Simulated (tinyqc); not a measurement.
Growth with time: grain growth, pinning, strength and diffusional creep of a polycrystal or thin film. Computed by tinyqc, a small Python program. Command: `OMP_NUM_THREADS=1 python tinyqc.py 3031725 3031726 out.jsonl grain walk`. One thread of a shared host (Intel(R) Xeon(R) Processor @ 2.30GHz), about 0.01 s of CPU time with the checks.

One mean grain size d describes the structure.

Inputs (values chosen for the exercise, modelled on polycrystalline silicon): boundary energy gamma = 0.65 J/m^2; mobility prefactor M0 = 8.4e-05 m^4/(J s); activation energy of boundary motion Q_m = 3.37 eV; anneal temperature T = 1826 K; initial grain size d0 = 150 nm; particle volume fraction f = 0.0023; particle radius r = 13 nm.

Sample: bulk.

Constants: k_B = 8.617333262e-05 eV/K.

Method. M = M0 exp(-Q_m/(k_B T)). The driving pressure is 2 gamma/d. Zener pinning pressure 3 f gamma/(2 r) stops growth at d_Z = 4 r/(3 f). The limit is d_lim = d_Z. dd/dt = 2 M gamma (1/d - 1/d_lim) integrates to 2 M gamma t = d_lim (d0 - d) + d_lim^2 ln[(d_lim - d0)/(d_lim - d)]; without pinning d^2 = d0^2 + 4 M gamma t.

limit d_lim = 7536.23 nm

mobility M = 4.19803e-14 m^4/(J s)

At T:
```
t (s)  free growth (nm)  pinned growth (nm)  d/d_lim
1.6                 444               435.7  0.05781
5.2                 768               742.5  0.09852
16                 1330              1253.0  0.16627
52                 2387              2142.1  0.28423
160                4182              3446.7  0.45736
520                7535              5262.1  0.69823
1600              13216              6886.9  0.91383
5200              23824              7517.4  0.99751
```

The apparent exponent d ln d/d ln t of the pinned growth is at most about 0.47, below the ideal 1/2, and falls to 0.074 in the last rows: pinning hides it late. Caution: T is above the melting point of the named material.
